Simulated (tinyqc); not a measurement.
Sublattice potential against complex hopping: Haldane model. Computed by the program tinyqc. Command: `OMP_NUM_THREADS=1 python tinyqc.py 111161 111162 out.jsonl`; one thread of a shared host (Intel(R) Xeon(R) Processor @ 2.60GHz), about 0.09 s.

Honeycomb lattice:
```
parameter     value
t1 (eV)    2.000000
t2 (eV)    0.190000
phi (rad)  1.150000
```

H_AA = delta - 2 t2 sum cos(k.b + phi), H_BB = -delta - 2 t2 sum cos(k.b - phi), H_AB = -t1 (1 + exp(-i k.a1) + exp(-i k.a2)), b = a1, a2 - a1, -a2, m = 3 sqrt3 t2 sin(phi); the sign of the Chern number follows the orientation k1 then k2.

Gaps at the two valleys (eV) and Chern number of the lower band (12 x 12 mesh):
```
delta   gap 2|delta - m|  gap 2|delta + m|  Chern number
-1.622             5.046             1.442             0
-1.171             4.144             0.540             0
-0.541             2.884             0.720            -1
0.000              1.802             1.802            -1
0.360              1.082             2.522            -1
0.676              0.450             3.154            -1
1.126              0.450             4.054             0
1.802              1.802             5.406             0
```

Here |m| = 0.9011 eV. For |delta| < |m| the two valleys have masses of opposite sign and the Chern number is +/-1; one gap closes at |delta| = |m|, and beyond it the band is trivial.
